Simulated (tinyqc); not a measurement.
Free and nearly free electrons in a metal: one step. The Fermi sphere. Three cases, with inputs chosen for the exercise.

Question. Evaluate the free-electron quantities.

The cubic cell holds 4 atoms: n = 4 z/a^3, kF = (3 pi^2 n)^(1/3), EF = c kF^2/m, vF = 2 c kF/(m hbar), c = hbar^2/2m0; rs = (3/(4 pi n))^(1/3)/a0; D(EF) = 3 n/(2 EF).

Constants: hbar^2/2m0 = 3.80998211 eV angstrom^2; hbar = 6.58211957e-16 eV s; a0 (Bohr radius) = 0.5291772105 angstrom.

Case 1.

Values chosen (out of a larger set: near those of Co, whose d bands this model ignores; not measured data): a = 3.519 angstrom (fcc lattice constant); z = 2 (free electrons an atom); m = 1.35 m0 (mass).

Case 2.

Values chosen (out of a larger set: near those of Al; not measured data): a = 4.084 angstrom (fcc lattice constant); z = 3 (free electrons an atom); m = 1 m0 (mass).

Case 3.

Values chosen (out of a larger set: near those of Ag, whose d bands this model ignores; not measured data): a = 4.094 angstrom (fcc lattice constant); z = 1 (free electrons an atom); m = 1 m0 (mass).

Give: n; kF; EF; vF; rs; D(EF) per atom.

Answer.

Case 1.

n = 0.18358 1/angstrom^3
kF = 1.7583 1/angstrom
EF = 8.725 eV
vF = 1.508e+06 m/s
rs = 2.063
D(EF) per atom = 0.3438 1/eV

Case 2.

n = 0.17617 1/angstrom^3
kF = 1.7343 1/angstrom
EF = 11.459 eV
vF = 2.008e+06 m/s
rs = 2.091
D(EF) per atom = 0.3927 1/eV

Case 3.

n = 0.05829 1/angstrom^3
kF = 1.1995 1/angstrom
EF = 5.482 eV
vF = 1.389e+06 m/s
rs = 3.023
D(EF) per atom = 0.2736 1/eV

Computed by tinyqc, one run a case: `OMP_NUM_THREADS=1 python tinyqc.py N N+1 out.jsonl` with N = 1651206, 1651369, 1651481; one thread of a shared Intel(R) Xeon(R) Processor @ 2.30GHz, about 0.01 s a run at most.
